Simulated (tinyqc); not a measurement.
From results back to parameters: conductance of a narrow metal strip with scatterers (square lattice, Green functions). Five cases, with inputs chosen for the exercise.

Problem. Boundaries with reflection R, a distance dg apart, add incoherently to the scattering in a one-dimensional channel: rho/rho0 = 1 + (lam/dg) R/(1 - R). The ratio comes from a hidden R.

Find: R; effective mean free path lam rho0/rho.

Method. y = (rho/rho0 - 1) dg/lam = R/(1 - R), so R = y/(1 + y).

Case 1.

Values chosen (out of a larger set: hopping and spacing of the size met in Cu or Al; the lattice is a model; not measured data): lam = 38 nm (bulk mean free path); dg = 11 nm (distance between boundaries).

rho/rho0 = 3.11730

Solution.

R = 0.380
effective mean free path lam rho0/rho = 12.19 nm

Case 2.

Values chosen (out of a larger set: hopping and spacing of the size met in Cu or Al; the lattice is a model; not measured data): lam = 28 nm (bulk mean free path); dg = 20 nm (distance between boundaries).

rho/rho0 = 1.35000

Solution.

R = 0.200
effective mean free path lam rho0/rho = 20.74 nm

Case 3.

Values chosen (out of a larger set: hopping and spacing of the size met in Cu or Al; the lattice is a model; not measured data): lam = 40 nm (bulk mean free path); dg = 36 nm (distance between boundaries).

rho/rho0 = 2.25296

Solution.

R = 0.530
effective mean free path lam rho0/rho = 17.75 nm

Case 4.

Values chosen (out of a larger set: hopping and spacing of the size met in Cu or Al; the lattice is a model; not measured data): lam = 24 nm (bulk mean free path); dg = 42 nm (distance between boundaries).

rho/rho0 = 1.64438

Solution.

R = 0.530
effective mean free path lam rho0/rho = 14.60 nm

Case 5.

Values chosen (out of a larger set: hopping and spacing of the size met in Cu or Al; the lattice is a model; not measured data): lam = 42 nm (bulk mean free path); dg = 36 nm (distance between boundaries).

rho/rho0 = 1.91667

Solution.

R = 0.440
effective mean free path lam rho0/rho = 21.91 nm

Computed by tinyqc, one run a case: `OMP_NUM_THREADS=1 python tinyqc.py N N+1 out.jsonl` with N = 1450089, 1450140, 1450272, 1450375, 1450398; one thread of a shared Intel(R) Xeon(R) Processor @ 2.30GHz, about 0.01 s a run at most.
